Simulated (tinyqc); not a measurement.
The basis set: RHF and MP2 along a ladder of basis sets, for BeH+, spin multiplicity 1. Computed by the program tinyqc with PySCF. Command: `OMP_NUM_THREADS=1 python tinyqc.py 115235 115236 out.jsonl`; one thread of a shared host (Intel(R) Xeon(R) Processor @ 2.60GHz), about 1 s.

Geometry (angstrom):
```
atom       x       y       z
Be    0.0000  0.0000  0.0000
H     0.0000  0.0000  1.2410
```

Same geometry throughout; the dipole is taken about the origin.

RHF and frozen-core MP2 in a ladder of bases:
```
basis    functions  E(RHF) (hartree)  E(MP2 corr) (hartree)  HOMO (eV)  LUMO (eV)  dipole (debye)
sto-3g           6         -14.66192               -0.01240    -20.730     -7.268           2.811
3-21g           11         -14.75810               -0.01510    -20.719     -7.846           2.702
6-31g           11         -14.84396               -0.01522    -20.777     -7.770           2.577
6-31g**         19         -14.84835               -0.02481    -20.729     -7.782           2.588
cc-pvdz         19         -14.84739               -0.02490    -20.721     -7.869           2.617
cc-pvtz         44         -14.85138               -0.02946    -20.762     -7.827           2.596
```

From cc-pVDZ to cc-pVTZ the RHF energy falls by 4.0 mhartree and the correlation energy by 4.6. If valence correlation converges as X^-3, (27 E(T) - 8 E(D))/19 gives -0.0314 hartree, a rough estimate from such small X that usually falls short; STO-3G holds about 40 % of it. Beyond STO-3G the LUMO moves by 0.1 eV and the HOMO by 0.1 eV.
